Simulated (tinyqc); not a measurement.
What each parameter does: quaternary alloy A(x)B(1-x)C(y)D(1-y) matched to a substrate.

Q(x,y) = x y Q_AC + x (1 - y) Q_AD + (1 - x) y Q_BC + (1 - x)(1 - y) Q_BD for the lattice constant. Gap, rule 1: Q(x,y) - x (1 - x)[y C_ABC + (1 - y) C_ABD] - y (1 - y)[x C_ACD + (1 - x) C_BCD]. Rule 2 (mean of ternaries): {x (1 - x)[y T_ABC(x) + (1 - y) T_ABD(x)] + y (1 - y)[x T_ACD(y) + (1 - x) T_BCD(y)]}/{x (1 - x) + y (1 - y)}, T_ABC(x) = x E_AC + (1 - x) E_BC - C_ABC x (1 - x), T_ACD(y) = y E_AC + (1 - y) E_AD - C_ACD y (1 - y), and alike. Only the Gamma valley is followed.

Matching a(x,y) = a_s gives x = (a_s - y a_BC - (1 - y) a_BD)/(y (a_AC - a_BC) + (1 - y)(a_AD - a_BD)).

Parameters, chosen for this exercise (AC, AD, BC, BD near GaAs, GaP, InAs and InP; substrate near InP; the results hold for these values, not for the real material): a = (5.646, 5.448, 6.052, 5.877) angstrom (lattice constants of AC, AD, BC, BD); Eg = (1.533, 2.91, 0.411, 1.415) eV (gaps at Gamma of AC, AD, BC, BD); Cb = (0.456, 0.554, 0.208, 0.096) eV (bowing of ABC, ABD, ACD, BCD); a_s = 5.877 angstrom (substrate); y = 0.51 (fraction of C).

x is matched anew each time.

One parameter was then changed.

Results before and after:

| case | x | rule 1 (eV) | rule 2 (eV) |
|---|---|---|---|
| base | 0.2139 | 1.0673 | 1.1300 |
| changed | 0.2165 | 1.0699 | 1.1330 |

Which of these changes was made? (a) a = (5.656, 5.448, 6.052, 5.877) angstrom; (b) y = 0.5; (c) Eg = (1.583, 2.91, 0.411, 1.415) eV; (d) a_s = 5.881 angstrom; (e) Cb = (0.547, 0.665, 0.25, 0.115) eV.

Answer: (a) a = (5.656, 5.448, 6.052, 5.877) angstrom. Of the candidates, run in turn, only this one gives the changed row.

All candidates:

| case | x | rule 1 (eV) | rule 2 (eV) |
|---|---|---|---|
| base | 0.2139 | 1.0673 | 1.1300 |
| y = 0.5 | 0.2096 | 1.0737 | 1.1359 |
| a_s = 5.881 angstrom | 0.2043 | 1.0579 | 1.1192 |
| Cb = (0.547, 0.665, 0.25, 0.115) eV | 0.2139 | 1.0444 | 1.1196 |
| Eg = (1.583, 2.91, 0.411, 1.415) eV | 0.2139 | 1.0728 | 1.1355 |
| a = (5.656, 5.448, 6.052, 5.877) angstrom | 0.2165 | 1.0699 | 1.1330 |

tinyqc: `OMP_NUM_THREADS=1 python tinyqc.py 1051208 1051209 out.jsonl`; about 0.01 s, one thread, shared Intel(R) Xeon(R) Processor @ 2.30GHz.
